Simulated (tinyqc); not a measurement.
Inversion-layer mobility, back-scattering and ballistic limit of a field-effect transistor: one step, computed by the program tinyqc. Command: `OMP_NUM_THREADS=1 python tinyqc.py 3007151 3007152 out.jsonl mos walk`. One thread of a shared host (Intel(R) Xeon(R) Processor @ 2.30GHz), about 0.01 s of CPU time with the checks.

The charge at the top of the source barrier is fixed by the gate; series resistance and short-channel effects are left out. F_j are Fermi integrals normalised to exp(eta) in the classical limit.

Question. Back-scattering. F_j(eta) = (1/Gamma(j + 1)) int_0^infinity x^j/(1 + exp(x - eta)) dx, F_0 = ln(1 + exp(eta)). Integrals over x = E/(k_B T) use 160 Gauss-Legendre points in u = sqrt(x) from 0 to sqrt(max(eta, 0) + 32). Ballistic channel: N_2D = g_v m k_B T/(pi hbar^2), U = e V_D/(k_B T); eta_F solves N_inv = (N_2D/2)[F_0(eta_F) + F_0(eta_F - U)]; v_T = sqrt(2 k_B T/(pi m)); I/W = e (N_2D/2) v_T [F_1/2(eta_F) - F_1/2(eta_F - U)]; injection velocity v_T F_1/2(eta_F)/F_0(eta_F). Mean free path lambda = (2 k_B T/e)(mu/v_T) F_0(eta_0)/F_-1/2(eta_0), with eta_0 from N_inv = N_2D F_0(eta_0); critical length l = L (1 + U)^(-a), an empirical rule; back-scattering r = l/(l + lambda). Then eta solves N_inv = (N_2D/2)[(1 + r) F_0(eta) + (1 - r) F_0(eta - U)] and I/W = e (N_2D/2) v_T (1 - r)[F_1/2(eta) - F_1/2(eta - U)]. Ballistic ratio: I over the ballistic current. Apparent mobility 1/(1/mu + 1/mu_B), mu_B = mu L/lambda.

Inputs (values chosen for the exercise, modelled on a strained silicon n-channel):
```
quantity                           value  unit
transport mass m                    0.19   m_0
valley degeneracy g_v                  2     -
drain voltage V_D                   0.52     V
channel length L                     670    nm
exponent a of the critical length   0.57     -
temperature T                        300     K
```

Statistics at the top of the barrier: Fermi-Dirac.

inversion density N_inv = 2.943792e+12 1/cm^2

effective mobility mu = 509.4096 cm^2/(V s)

Constants: m_0 = 9.1093837015e-31 kg; k_B = 1.380649e-23 J/K; hbar = 1.054571817e-34 J s; k_B = 8.617333262e-05 eV/K; e = 1.602176634e-19 C.

Give: eta_0; mean free path lambda; critical length l; back-scattering coefficient r; current I/W; ballistic ratio; apparent low-field mobility.

Answer.

eta_0 = 0.04784

mean free path lambda = 24.56 nm

critical length l = 117.8 nm

back-scattering coefficient r = 0.8274

current I/W = 61.45 microampere/micrometre

ballistic ratio = 0.08661

apparent low-field mobility = 491.4 cm^2/(V s)

L/lambda = 27.28, but at this drain voltage only the first 118 nm can return a carrier to the source, so the device works at 9 % of its ballistic limit.
